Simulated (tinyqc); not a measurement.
Temperature and segregation coefficient: dopant redistribution at a moving silicon-oxide interface during parabolic oxidation. Computed by tinyqc, a small Python program. Command: `OMP_NUM_THREADS=1 python tinyqc.py 3014998 3014999 out.jsonl segox walk`. One thread of a shared host (Intel(R) Xeon(R) Processor @ 2.30GHz), about 0.01 s of CPU time with the checks.

Uniformly doped silicon is oxidised with x_ox = sqrt(B t); the interface advances into the silicon by alpha x_ox, alpha = 0.44. The dopant does not move in the oxide, and at the interface C(silicon) = m C(oxide).

Inputs (values chosen for the exercise, modelled on arsenic in silicon under steam):
```
quantity                                         value    unit
dopant prefactor D0                               9.24  cm^2/s
dopant activation energy E                        4.01      eV
oxidation prefactor B0                             392  um^2/h
oxidation activation energy E_B                  0.788      eV
segregation coefficient m = C(silicon)/C(oxide)    8.5       -
```

Constants: k_B = 8.617333262e-05 eV/K.

Method:
- D = D0 exp(-E/(k_B T)), converted with 1 cm^2/s = 3.6e11 um^2/h; B = B0 exp(-E_B/(k_B T)); s = alpha sqrt(B/(4 D)), the interface advance over 2 sqrt(D t).
- Temperatures in kelvin are T(C) + 273.15.
- With the dopant diffusivity D and s = alpha x_ox/(2 sqrt(D t)), in the silicon C = C_B + (C_s - C_B) erfc(y/(2 sqrt(D t)))/erfc(s), y from the original surface. Dopant balance at the interface gives C_s/C_B = 1/[1 + (1/(m alpha) - 1) g], g = sqrt(pi) s exp(s^2) erfc(s).

C_s/C_B:
```
T (C)       s  this m  m = 0.2  m = 1/alpha  m = 10
850    40.451  3.7369  0.08802            1  4.3954
900    19.899  3.7272  0.08810            1  4.3813
950    10.374  3.6936  0.08837            1  4.3325
1000    5.692  3.5945  0.08920            1  4.1896
1050    3.268  3.3588  0.09146            1  3.8568
1100    1.954  2.9472  0.09665            1  3.2988
1150    1.211  2.4477  0.10676            1  2.6584
1200    0.775  2.0045  0.12363            1  2.1212
```

What follows from these numbers?

s falls from 40.5 to 0.775 as T rises, because diffusion has the larger activation energy (4.01 against 0.788 eV); the ratio for this m moves from 3.737 to 2.005, towards 1. At m = 1/alpha the oxide takes exactly what the silicon held, and nothing moves. The ratio does not depend on time, since both lengths grow as sqrt(t).
